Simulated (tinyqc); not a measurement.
# Changing the total flow F_t

Model: precursor delivery by bubblers, mass-transport growth and the solid composition of a III-V alloy. Computed by tinyqc, a small Python program. Command: `OMP_NUM_THREADS=1 python tinyqc.py 3005754 3005755 out.jsonl movpe_thermo sweep`. One thread of a shared host (Intel(R) Xeon(R) Processor @ 2.30GHz), about 0.01 s of CPU time with the checks.

1 sccm = 44.615 micromol/min; 1 torr = 133.322 Pa. The sources decompose fully at the surface.

Inputs (values chosen for the exercise, modelled on triethylgallium (source 1) and trimethylindium (source 2) for the vapour pressures):
```
quantity                                                value      unit
bath temperature T1                                       286         K
bath temperature T2                                       295         K
bubbler pressure p_b                                     1400      torr
carrier flow F1                                            34      sccm
carrier flow F2                                            21      sccm
group-V flow F_V                                           24      sccm
reactor pressure p                                        760      torr
growth temperature T                                      860         K
diffusivity at 273 K and 760 torr                        0.46    cm^2/s
flow cross-section A                                       52      cm^2
distance from the leading edge z                           11        cm
lattice constant a                                       5.83  angstrom
interaction L0 of the solid                              5.01    kJ/mol
vapour fraction x_v of D among the group-V sources       0.74         -
exchange energy dG_x of AC + (1/2) D2 -> AD + (1/2) C2     13    kJ/mol
```

Alloy: mixing on the group-V sites.

constants a, b of source 1 (log10 torr, K): 8.085  2162

constants a, b of source 2 (log10 torr, K): 10.52  3014

Constants: k_B = 1.380649e-23 J/K; R = 8.314462618 J/(mol K).

Method:
- log10 p_v = a - b/T_bath; molar flow = F x 44.615 x p_v/(p_b - p_v) for a saturated bubbler.
- p_i = p n_i/(44615 F_t), F_t in slm; p_V = p F_V/(1000 F_t), counted per molecule supplied; V/III = 44.615 F_V/(n1 + n2); vapour fraction of source 2 = n2/(n1 + n2).
- Mean velocity u = (F_t/A)(760/p)(T/273); D = D0 (T/273)^1.75 (760/p); boundary layer delta = sqrt(pi D z/u); flux = D dp/(delta k_B T); growth rate = flux x a^3/4.
- At high V/III the group-V pressures at the surface equal those supplied, as dimers: p_D2/p_C2 = x_v/(1 - x_v). Equilibrium of the solid AC(1-x)D(x), A standing for the mix of both group-III metals: ln[x/(1 - x)] + L0 (1 - 2x)/(R T) = -dG_x/(R T) + (1/2) ln[x_v/(1 - x_v)]. Growth rate = rate per torr x (p_1 + p_2). Sensitivity dx/dx_v = [1/(2 x_v (1 - x_v))]/[1/(x (1 - x)) - 2 L0/(R T)].

One run for each value:
```
total flow F_t (slm)  growth rate (micrometre/h)  boundary layer delta (cm)  velocity u (cm/s)
2.0                                       0.3808                      7.658               2.02
3.3                                       0.2964                      5.961               3.33
5.4                                       0.2317                      4.660               5.45
8.9                                       0.1805                      3.630               8.99
15.0                                      0.1390                      2.796              15.15
24.0                                      0.1099                      2.211              24.23
40.0                                      0.0851                      1.712              40.39
```

Over the rows, growth rate (micrometre/h) falls from 0.381 to 0.0851 (exponent d ln y / d ln x about -0.50 throughout); boundary layer delta (cm) falls from 7.66 to 1.71 (exponent d ln y / d ln x about -0.50 throughout); velocity u (cm/s) rises from 2.02 to 40.4 (exponent d ln y / d ln x about 1.0 throughout). The exponent of growth rate stays at -0.50: dilution as 1/F_t against a thinner boundary layer.

Caution (rows 2.00, 3.30, 5.40, 8.90, 15.0, 24.0): the boundary layer is a quarter or more of the root of the cross-section, so it fills much of the channel and depletion along the flow matters.

Extremes, crossings and ranges named in words are read from the listed rows.
